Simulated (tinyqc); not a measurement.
# Film and buried-oxide thickness from two coupling ratios

Inverse problem. In a depleted film -dVT/dVb is k1 = Cs Cbox/(Cox (Cs + Cbox)) for a front channel and k2 = Cbox (Cox + Cs)/(Cox Cs) for a back channel, with Cox = eps0 eox/tox, Cs = eps0 eps_r/ts, Cbox = 3.9 eps0/tb. Find ts and tb.

Parameters, values chosen for the exercise; band and dielectric values close to those of silicon: relative permittivity eps_r = 11.7; relative permittivity of the gate insulator (close to silicon dioxide) eox = 3.9; insulator thickness tox = 3.3 nm.

coupling ratios for a front and a back channel: 0.080618893  0.13418803

Solution. With y = Cox/Cs and z = Cox/Cbox, 1/k1 = y + z and k2 = (1 + y)/z, so y = (k2/k1 - 1)/(1 + k2); the thicknesses follow from y and z.

ts = 5.800 nm
tb = 39.00 nm

Program tinyqc, `OMP_NUM_THREADS=1 python tinyqc.py 2190029 2190030 out.jsonl`; Intel Xeon 2.30GHz, shared host, one thread, about 0.3 s.
